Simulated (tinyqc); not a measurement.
Short-channel transistor, virtual-source model with series resistance: two steps of the calculation.

The current per gate width is the charge at the top of the source barrier (the virtual source) times its velocity times a saturation function; al and be are fitting constants of the model. Units: I in uA/um, Rs in ohm um, so I Rs = 1e-6 I Rs in volts; Q in uC/cm^2, so I = 1e-4 Q vx0 Fsat with vx0 in cm/s.

Inputs (values chosen for the exercise): temperature T = 400 K; inversion capacitance Cinv = 1.22 uF/cm^2; velocity at the virtual source vx0 = 1.27e7 cm/s; apparent mobility mu = 1200 cm^2/(V s); channel length L = 32 nm; threshold at zero drain voltage VT0 = 0.343 V; drain-induced barrier lowering dl = 0.034 V/V; subthreshold factor n0 = 1.45; growth of n with drain voltage nd = 0 1/V; threshold shift (in units of Vt) from weak to strong inversion al = 3.5; sharpness of saturation be = 2; series resistance of each contact Rs = 90 ohm um; gate voltage Vgs = 0.6 V; drain voltage Vds = 0.6 V.

Constants: q = 1.602176634e-19 C, kB = 1.380649e-23 J/K, Vt = kB T/q. Results are converted to the units shown.

Problem 1. Current through the series resistance. Intrinsic voltages Vg' = Vgs - I Rs, Vd' = Vds - 2 I Rs. n = n0 + nd Vd', VT = VT0 - dl Vd', Ff = 1/(1 + exp((Vg' - VT + al Vt/2)/(al Vt))), Q = Cinv n Vt ln(1 + exp((Vg' - VT + al Vt Ff)/(n Vt))), Vdsat = (vx0 L/mu)(1 - Ff) + Vt Ff, Fsat = u/(1 + u^be)^(1/be) with u = Vd'/Vdsat, and I(out) = Q vx0 Fsat per width. (Fsat takes the sign of u.) I(new) = I + 0.5 (I(out) - I).

I at the start = 0 uA/um

Find: Vg'; Vd'; VT; Ff; Q; Vdsat; Fsat; I(out); I after iteration 1.

Solution 1.

Vg' = 0.6000 V
Vd' = 0.6000 V
VT = 0.3226 V
Ff = 0.05736
Q = 0.3471 uC/cm^2
Vdsat = 0.03390 V
Fsat = 0.9984
I(out) = 440.1 uA/um
I after iteration 1 = 220.0 uA/um

Problem 2. What the series resistance costs. n = n0 + nd Vd', VT = VT0 - dl Vd', Ff = 1/(1 + exp((Vg' - VT + al Vt/2)/(al Vt))), Q = Cinv n Vt ln(1 + exp((Vg' - VT + al Vt Ff)/(n Vt))), Vdsat = (vx0 L/mu)(1 - Ff) + Vt Ff, Fsat = u/(1 + u^be)^(1/be) with u = Vd'/Vdsat, and I = Q vx0 Fsat per width. I0 is the current for Rs = 0. Effective velocity I/Q; transit time L Q/I.

converged I = 386.29890 uA/um
I0 = 440.08507 uA/um

Wanted: loss against I0; effective velocity; transit time.

Solution 2.

loss against I0 = 12.22 %
effective velocity = 1.267e7 cm/s
transit time = 0.2525 ps

The carriers leave the virtual source at 99.8 % of vx0: the device is in saturation.

Program tinyqc, `OMP_NUM_THREADS=1 python tinyqc.py 2380083 2380084 out.jsonl`; Intel Xeon 2.30GHz, shared host, one thread, about 0.01 s.
